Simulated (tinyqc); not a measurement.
Moments against temperature: two-sublattice mean-field magnet: ferrimagnet, compensation points and susceptibility. Computed by tinyqc, a small Python program. Command: `OMP_NUM_THREADS=1 python tinyqc.py 3001077 3001078 out.jsonl ferri walk`. One thread of a shared host (Intel(R) Xeon(R) Processor @ 2.30GHz), about 0.01 s of CPU time with the checks.

A random alloy A(1-x)B(x) with H = -sum over pairs J S_i.S_j. a = <S_A> and b = <S_B> are taken along z, a > 0. Exchange fields: h_A = (1 - x) zJ_AA a + x zJ_AB b, h_B = (1 - x) zJ_AB a + x zJ_BB b; a = S_A B_(S_A)(S_A h_A/(k_B T)) and likewise for b, with the Brillouin function B_S(y) = [(2S + 1)/(2S)] coth[(2S + 1) y/(2S)] - [1/(2S)] coth[y/(2S)].

Inputs (values chosen for the exercise, for a model ferrimagnet): spin S_A = 2; spin S_B = 3.5; g factor g_A = 2.2; g factor g_B = 2; fraction x of B sites = 0.23; z J_AA = 17.3 meV; z J_BB = 1.1 meV; z J_AB = -4.9 meV; T over T_c = 0.66.

Constants: k_B = 8.617333262e-05 eV/K.

Method:
- Linearised, T (a, b) = M (a, b) with M_ij = S_i (S_i + 1) c_j zJ_ij/(3 k_B), c_A = 1 - x, c_B = x. T_c is the larger eigenvalue, and its eigenvector gives b/a at onset, (T_c - M_AA)/M_AB.
- Repeat from a = S_A, b = -S_B until a and b change by less than 1e-10.
- Net moment m = (1 - x) g_A a + x g_B b in mu_B per site; net spin s = (1 - x) a + x b.

T_c = 328.379 K

Sublattices:
```
T/T_c   T (K)    a/S_A   -b/S_B  m (mu_B)
0.05    16.42  1.00000  0.99926    1.7792
0.15    49.26  0.99961  0.95403    1.8507
0.30    98.51  0.98396  0.82394    2.0071
0.45   147.77  0.93523  0.67201    2.0866
0.60   197.03  0.84921  0.52054    2.0391
0.72   236.43  0.74472  0.40376    1.8731
0.84   275.84  0.58862  0.28437    1.5364
0.92   302.11  0.42818  0.19245    1.1408
0.97   318.53  0.26675  0.11482    0.7189
```

What does the comparison show, and why?

At 0.45 T_c A keeps 0.94 and B 0.67 of saturation. |m| first rises, to 2.087 at 0.45 T_c, because the minority sublattice falls faster (type P).
